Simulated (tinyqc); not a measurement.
From one set of inputs to another, one input at a time: quasi-harmonic thermal expansion with mode Grueneisen parameters. Computed by tinyqc, a small Python program. Command: `OMP_NUM_THREADS=1 python tinyqc.py 3019966 3019967 out.jsonl qha ladder`. One thread of a shared host (Intel(R) Xeon(R) Processor @ 2.30GHz), about 0.08 s of CPU time with the checks.

A crystal with two atoms a cell; per atom there are 1 transverse acoustic (TA), 1/2 longitudinal acoustic (LA) and 3/2 optical (O) modes. Every frequency of group i scales as nu_i (V/V0)^(-gamma_i). The acoustic groups have Debye spectra, density 3 nu^2/nu_i^3 up to nu_i (40 Gauss-Legendre points); the optical group has one frequency. Static energy: E = (9 V0 B0/16) [y^3 B' + y^2 (2 - 4 y)], y = (V0/V)^(2/3) - 1, with pressure P_s = (3 B0/2) (z^7 - z^5) [1 + (3/4)(B' - 4)(z^2 - 1)], z = (V0/V)^(1/3).

The inputs printed are set A. Inputs not listed in the table keep their values of set A, so the rows need not describe a real material.

Inputs (values chosen for the exercise, for a model crystal):
```
quantity                       value             unit
static volume V0                  30  angstrom^3/atom
static bulk modulus B0           239              GPa
static B'                       3.61                -
frequency nu_TA                 1.73              THz
frequency nu_LA                 3.12              THz
frequency nu_O                  6.26              THz
Grueneisen parameter gamma_TA   0.83                -
Grueneisen parameter gamma_LA    1.8                -
Grueneisen parameter gamma_O     1.1                -
temperature T                    300                K
step factor f                      1                -
```

Acoustic groups: Debye.

Constants: h x 1 THz = 4.135667696 meV; k_B = 8.617333262e-05 eV/K; 1 eV/angstrom^3 = 160.2176634 GPa.

Method:
- For a mode with x = h nu/(k_B T), n = 1/(exp(x) - 1): U = h nu (n + 1/2), C/k_B = x^2 n (n + 1); U_i and C_i sum these over group i with its weight per atom.
- Phonon pressure P_ph = sum_i gamma_i U_i/V.
- Start at V0 and step V(new) = V [1 + f (P_s + P_ph)/B0]; stop when |P_s + P_ph| < 1e-8 GPa, after 60 steps, or when V leaves 0.7 to 1.3 V0.
- B_T = -V d(P_s + P_ph)/dV at fixed T (central difference, step 1e-4 V); alpha_V = sum gamma_i C_i k_B/(B_T V), all at V(T); the linear coefficient is alpha_L = alpha_V/3.
- C_P - C_V = alpha_V^2 B_T V T; the optical frequency is nu_O (V/V0)^(-gamma_O).
- At T = 0, U_i is the zero-point energy (h nu/2 a mode); solve P_s + P_ph = 0.

Each row keeps all changes above it:
```
input moved                         from    to  linear expansion coefficient (ppm/K)  zero-point volume change (%)  C_P - C_V (k_B/atom)
set A                                  -     -                                 2.083                        0.0624               0.00606
static bulk modulus B0 (GPa)         239  95.7                                 5.228                        0.1560               0.01523
static volume V0 (angstrom^3/atom)    30    20                                 7.874                        0.2339               0.02294
Grueneisen parameter gamma_TA       0.83    -1                                 3.414                        0.1927               0.00434
temperature T (K)                    300   120                                 2.079                        0.1927               0.00065
Grueneisen parameter gamma_O         1.1   1.2                                 2.301                        0.2089               0.00079
static B'                           3.61  4.04                                 2.303                        0.2090               0.00079
frequency nu_TA (THz)               1.73   4.4                                 2.581                        0.1742               0.00100
```

Where does the difference come from?

Linear expansion coefficient goes from 2.08 to 2.58, a factor 1.24 in all. The largest single move comes from static bulk modulus B0 (a factor 2.51), and Grueneisen parameter gamma_TA works against it (a factor 0.434). Zero-point volume change goes from 0.0624 to 0.174, a factor 2.79 in all. The largest single move comes from static bulk modulus B0 (a factor 2.50), and Grueneisen parameter gamma_TA works against it (a factor 0.824). C_P - C_V goes from 0.00606 to 9.95e-4, a factor 0.164 in all. The largest single move comes from temperature T (a factor 0.149), and static bulk modulus B0 works against it (a factor 2.51). The single moves hold for this order of the switches; the total does not depend on the order.

Extremes, crossings and ranges named in words are read from the listed rows.
